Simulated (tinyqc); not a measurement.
# Undoped symmetric double-gate MOSFET, analytic potential model: output curve

An undoped body of thickness ts between two equal insulators and tied gates; long channel, electrons only, n = ni exp((psi - V)/Vt) with V the quasi-Fermi potential (0 at the source, Vd at the drain), constant mobility, no quantisation. Across the body psi(x) = V - 2 Vt ln[(ts/(2 beta)) sqrt(q ni/(2 eps0 eps_r Vt)) cos(2 beta x/ts)], x from the centre. Q is the electron charge per area of the whole body.

ni = sqrt(Nc Nv) exp(-Eg/(2 Vt)), Eg in volts; r = eps_r tox/(eox ts); V0 = dphi + 2 Vt ln[(2/ts) sqrt(2 eps0 eps_r Vt/(q ni))]. beta (between 0 and pi/2) solves (Vg - V0 - V)/(2 Vt) = ln(beta) - ln(cos beta) + 2 r beta tan(beta). Q = 8 eps0 eps_r Vt beta tan(beta)/ts; I = mu (1/L)(4 eps0 eps_r/ts)(2 Vt)^2 [g(beta_s) - g(beta_d)] per width, g = beta tan(beta) - beta^2/2 + r beta^2 tan^2(beta), with beta_s at V = 0 and beta_d at V = Vd.

Inputs (values chosen for the exercise); material values close to those of silicon:
- T = 300 K (temperature)
- Eg = 1.13 eV (band gap)
- eps_r = 11.7 (relative permittivity of the semiconductor)
- Nc = 2.79e19 cm^-3 (conduction-band density of states at T)
- Nv = 2.63e19 cm^-3 (valence-band density of states at T)
- eox = 7.26 (relative permittivity of the gate insulator)
- tox = 2.6 nm (insulator thickness)
- ts = 10 nm (body thickness)
- dphi = 0.01 V (gate work function less that of the intrinsic body)
- mu = 370 cm^2/(V s) (channel mobility)
- L = 0.2 um (gate length)
- Vg = 1.26 V (gate voltage)

Constants: q = 1.602176634e-19 C, kB = 1.380649e-23 J/K, Vt = kB T/q, eps0 = 8.8541878128e-14 F/cm where lengths are in cm. Results are converted to the units shown.

Result of one run:

| Vd (V) | Qd (nC/cm^2) | Qd/Qs | I (uA/um) |
|---|---|---|---|
| 0.95 | 0.15309 | 4.9573e-5 | 2057.4 |

What becomes of these results when the drain voltage Vd is changed from 0.95 to 0.42 V, all else the same?

Result of the changed run:

| Vd (V) | Qd (nC/cm^2) | Qd/Qs | I (uA/um) |
|---|---|---|---|
| 0.42 | 1239.5 | 0.40135 | 1669.9 |

The whole series:

| Vd (V) | Qd (nC/cm^2) | Qd/Qs | I (uA/um) |
|---|---|---|---|
| 0.15 | 2409.2 | 0.78013 | 762.45 |
| 0.28 | 1834.7 | 0.59411 | 1272.5 |
| 0.42 | 1239.5 | 0.40135 | 1669.9 |
| 0.55 | 724.81 | 0.23470 | 1905.1 |
| 0.69 | 255.54 | 0.082747 | 2029.3 |
| 0.82 | 19.038 | 0.0061648 | 2056.4 |
| 0.95 | 0.15309 | 4.9573e-5 | 2057.4 |
| 1.09 | 6.8200e-4 | 2.2084e-7 | 2057.4 |
| 1.22 | 4.4657e-6 | 1.4460e-9 | 2057.4 |

The current rises from 762 to 2060 uA/um, while the charge at the drain end falls from 0.78 to 1.4e-9 of that at the source. The current first comes within 1 % of its last value at Vd = 0.82 V among the rows. Over the last rows Qd falls by a factor of e for each Vt of drain voltage: the drain end is in weak inversion. In every row the surface density at the source passes 0.3 Nc, where Boltzmann statistics fail. For Vd = 0.28 to 1.22 V mu V/L, with V the smaller of Vd and Vg - V0, passes 3e6 cm/s, so velocity saturation would lower the current.

Program tinyqc, `OMP_NUM_THREADS=1 python tinyqc.py 2440129 2440130 out.jsonl`; Intel Xeon 2.30GHz, shared host, one thread, about 0.01 s.
